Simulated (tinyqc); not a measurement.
Static screening by free carriers: one step. Screening at finite temperature. Two cases, with inputs chosen for the exercise.

Task: Solve for eta and form qs.

kF = (3 pi^2 n/Mv)^(1/3), EF = c kF^2/m with c = hbar^2/2m0, n in 1/angstrom^3 (1e-24 per 1/cm^3), e2 = e^2/(4 pi eps0). Thomas-Fermi: qTF^2 = 6 pi e2 n/(eps EF). Debye: qD^2 = 4 pi e2 n/(eps kB T).

F_j(eta) = (1/Gamma(j + 1)) integral_0^infinity x^j dx/(1 + exp(x - eta)), which tends to exp(eta) for eta << 0.

At finite T: qs^2 = qD^2 F_-1/2(eta)/F_1/2(eta), where n = Mv N F_1/2(eta) and N = 2 (m kB T/(4 pi c))^(3/2) with c = hbar^2/2m0, in 1/angstrom^3; times 1e24 for 1/cm^3.

Constants: hbar^2/2m0 = 3.80998211 eV angstrom^2; e^2/(4 pi eps0) = 14.39964547 eV angstrom; kB = 8.617333262e-05 eV/K.

Give: n/(Mv N); eta; qs; screening length 1/qs.

Case 1.

Values chosen (near those of GaN; not measured data):
- n = 2e+17 1/cm^3 (carrier density)
- m = 0.197 m0 (mass of one isotropic valley)
- Mv = 1 (valleys)
- eps = 9.55 (background dielectric constant)
- T = 77 K

Result:

n/(Mv N) = 0.7010
eta = -0.110
qs = 0.02143 1/angstrom
screening length 1/qs = 46.65 angstrom

qs is 0.897 of the Debye value and 0.715 of the Thomas-Fermi value.

Case 2.

Values chosen (near those of Si; not measured data):
- n = 1.3e+19 1/cm^3 (carrier density)
- m = 0.3189 m0 (mass of one isotropic valley)
- Mv = 6 (valleys)
- eps = 11.5 (background dielectric constant)
- T = 200 K

Result:

n/(Mv N) = 0.8808
eta = 0.181
qs = 0.09540 1/angstrom
screening length 1/qs = 10.48 angstrom

qs is 0.876 of the Debye value and 0.754 of the Thomas-Fermi value.

Computed by tinyqc, one run a case: `OMP_NUM_THREADS=1 python tinyqc.py N N+1 out.jsonl` with N = 1652459, 1680503; one thread of a shared Intel(R) Xeon(R) Processor @ 2.30GHz, about 0.01 s a run at most.
